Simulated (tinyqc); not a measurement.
From results back to parameters: delta-doped layer in the Thomas-Fermi potential. Four cases, with inputs chosen for the exercise.

Problem. The depth of the well was computed from a hidden sheet density.

All donors ionised in the plane z = 0, zero temperature, energies from the Fermi level EF of the Thomas-Fermi model, which lies at the bulk band edge; c = hbar^2/2m0, q = e^2/(4 pi eps0). Layer in a (001) plane: two valleys with m_z = ml, m_d = mt (unprimed) and four with m_z = mt, m_d = sqrt(ml mt) (primed); m3 = (ml mt^2)^(1/3), gv = 6. With n = (gv/3 pi^2)(m3 (-V)/c)^(3/2) and V'' = -(4 pi q/eps) n for z > 0, the solution is V = -b/(|z| + z0)^4 with sqrt(b) = 20/K, K = (4 pi q/eps)(gv/3 pi^2)(m3/c)^(3/2), and z0^5 = 4b/(e F0), e F0 = 2 pi q N/eps; 1e13/cm^2 = 1e-3/angstrom^2. Exchange and correlation are left out.

Constants: hbar^2/2m0 = 3.80998211 eV angstrom^2; e^2/(4 pi eps0) = 14.39964547 eV angstrom.

Find: b; z0; N.

Method. b does not depend on N; z0 = (b/depth)^(1/4), e F0 = 4b/z0^5 and N = eps e F0/(2 pi q).

Case 1.

Values chosen (out of a larger set: near those of a delta-doped layer in Si; not measured data): ml = 0.943 m0 (longitudinal mass); mt = 0.185 m0 (transverse mass); eps = 11.7 (dielectric constant).

depth = 0.341227 eV

Solution.

b = 6.978e+04 eV angstrom^4
z0 = 21.27 angstrom
N = 8.30 x 1e13/cm^2

Case 2.

Values chosen (out of a larger set: near those of a delta-doped layer in Si; not measured data): ml = 0.897 m0 (longitudinal mass); mt = 0.188 m0 (transverse mass); eps = 11.6 (dielectric constant).

depth = 0.073142 eV

Solution.

b = 6.983e+04 eV angstrom^4
z0 = 31.26 angstrom
N = 1.20 x 1e13/cm^2

Case 3.

Values chosen (out of a larger set: near those of a delta-doped layer in Si; not measured data): ml = 0.935 m0 (longitudinal mass); mt = 0.193 m0 (transverse mass); eps = 11.7 (dielectric constant).

depth = 0.539560 eV

Solution.

b = 6.467e+04 eV angstrom^4
z0 = 18.61 angstrom
N = 15.0 x 1e13/cm^2

Case 4.

Values chosen (out of a larger set: near those of a delta-doped layer in Si; not measured data): ml = 0.94 m0 (longitudinal mass); mt = 0.195 m0 (transverse mass); eps = 11.7 (dielectric constant).

depth = 0.085072 eV

Solution.

b = 6.301e+04 eV angstrom^4
z0 = 29.34 angstrom
N = 1.50 x 1e13/cm^2

Computed by tinyqc, one run a case: `OMP_NUM_THREADS=1 python tinyqc.py N N+1 out.jsonl` with N = 1250602, 1250614, 1250830, 1250906; one thread of a shared Intel(R) Xeon(R) Processor @ 2.30GHz, about 0.2 s a run at most.
